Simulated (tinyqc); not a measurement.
Order-disorder in a binary alloy on two sublattices: Bragg-Williams and pair (quasi-chemical) approximations: one step, computed by the program tinyqc.

All z = 4 neighbours of a site lie on the other sublattice. B fills the sublattices with x + eta/2 and x - eta/2; energies are per site, from the pure components: u = -z w y with y the probability of an A-B bond taken in one order.

Question. Energy, entropy and site fractions. a = x + eta/2, b = x - eta/2; u = -z w [x (1 - x) + eta^2/4]; s/k_B = [s2(a) + s2(b)]/2, s2(c) = -c ln c - (1 - c) ln(1 - c); gain on ordering = f(eta) - f(0), f = u - T s. Superlattice over fundamental intensity = [eta (f_B - f_A)/2]^2/[(1 - x) f_A + x f_B]^2.

Inputs (values chosen for the exercise, for a model alloy): ordering energy w = (e_AA + e_BB)/2 - e_AB = 44.6 meV; fraction x of B = 0.36; temperature T = 777 K.

Lattice: square (z = 4).

scattering factors f_A, f_B (electrons): [31, 49]

order parameter eta = 0.5502605

Constants: k_B = 8.617333262e-05 eV/K.

Give: B fraction on its own sublattice; B fraction on the A sublattice; energy u; entropy s; gain on ordering; intensity ratio.

Answer.

B fraction on its own sublattice = 0.63513

B fraction on the A sublattice = 0.084870

energy u = -54.608 meV/site

entropy s = 0.47334 k_B/site

gain on ordering = -1.4466 meV/site

intensity ratio = 0.017459

A on the B sublattice: 0.3649, of which 0.2800 is forced by composition. Caution: T is near or above the T_c of the better pair approximation, so the true long-range order is lower than Bragg-Williams gives.
